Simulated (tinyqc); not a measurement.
Worked calculation: thin-film optics by transfer matrices. Values are carried at full precision from step to step, so a last printed digit may differ when a step is redone from the rounded ones.

Indices N = n + i k. Snell: N0 sin(theta) = N_j sin(theta_j), with Im(N_j cos theta_j) >= 0. Admittance y_j = N_j cos theta_j for s and N_j/cos theta_j for p. Phase delta_j = 2 pi N_j cos theta_j d_j/lambda. Layer matrix [[cos delta, -i sin delta/y], [-i y sin delta, cos delta]], multiplied from the top down to M. (B, C) = M (1, y_sub); r = (y0 B - C)/(y0 B + C), R = |r|^2, T = 4 Re y0 Re y_sub/|y0 B + C|^2, absorbed in the films 1 - R - T.

Values chosen for the exercise (indices near those of resist, SiO2 on Cu; shifted at random, so the results belong to these values and not to a real crystal): lam = 633 nm (vacuum wavelength); n0 = 1 (ambient index); n = (1.638, 1.439, 0.268) (n of resist, SiO2, substrate); k = (0, 0, 3.258) (k in the same order); d = (91.1, 344) nm (thicknesses, top first); theta = 70 degrees (angle of incidence); pol = s (polarisation).

## Angles, admittances and phases

Form cos theta_j, y_j and delta_j.

cos theta_j: ambient 0.3420, film 1 0.8191, film 2 0.7573, substrate 1.0400+0.0065i

y_j: ambient 0.3420, film 1 1.3416, film 2 1.0898, substrate 0.2576+3.3900i

delta_j (rad): film 1 1.2132, film 2 3.7212

## Layer matrices and their product

Form each matrix and multiply from the top down.

matrix of film 1:
$$\begin{pmatrix}
0.3500 & -0.6982i \\
-1.2568i & 0.3500
\end{pmatrix}$$

matrix of film 2:
$$\begin{pmatrix}
-0.8367 & 0.5026i \\
0.5969i & -0.8367
\end{pmatrix}$$

M:
$$\begin{pmatrix}
0.1239 & 0.7601i \\
1.2604i & 0.3388
\end{pmatrix}$$

Each matrix has determinant 1, and so has M.

## Reflection and transmission

Close the stack on the substrate.

B, C: [-2.4527+0.1958i, 0.0873+2.4089i]

r = -0.7621+0.6054i
R = 0.9474
T into the substrate = 0.0526
absorbed in the films = 0.0000

The bare substrate would reflect 0.9703.

## Ellipsometric angles

Ellipsometry: rho = tan(Psi) exp(i Delta) = -conj(r_p/r_s) with the r of the admittance formula, Delta in 0 to 360 degrees, so that a bare dielectric at small angles gives Delta = 180.

Repeat the steps for both polarisations.

r_s = -0.7621+0.6054i
r_p = 0.3399+0.8677i
Psi = 43.75 degrees
Delta = 252.93 degrees

## Checks

- R against the recursion of Airy sums from the substrate up: both 0.94737.

Computed by tinyqc, a small Python program: `OMP_NUM_THREADS=1 python tinyqc.py 1680322 1680323 out.jsonl` (the numbers bound the seed that draws the inputs); one thread of a shared host (Intel(R) Xeon(R) Processor @ 2.30GHz), about 0.01 s for the whole set of steps.
